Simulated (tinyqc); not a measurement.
Cap thickness from the capacitance plateau.

Problem. With only the buried channel on, 1/C = 1/Cox + (tc + zc)/(eps0 eps_r), Cox = eps0 eox/tox. Find tc and the oxide-equivalent thickness 3.9 eps0/C.

Values chosen for this exercise; band and dielectric values close to those of silicon:
```
symbol,value,unit,meaning
eps_r,11.7,,relative permittivity
eox,7.28,,relative permittivity of the gate insulator (close to silicon nitride)
tox,8,nm,insulator thickness
zc,0.8,nm,depth of the hole centroid below the top of the SiGe
```

Constants: eps0 = 8.8541878128e-14 F/cm where lengths are in cm. Results are converted to the units shown.

plateau of C/Cox with only the buried channel on = 0.83720930

Answer. The cap and the centroid act as a second capacitor in series with the insulator.

tc = 1.70 nm
equivalent thickness = 5.12 nm

Numbers from tinyqc (`OMP_NUM_THREADS=1 python tinyqc.py 2042158 2042159 out.jsonl`; about 0.02 s on one thread of a shared Intel Xeon 2.30GHz).
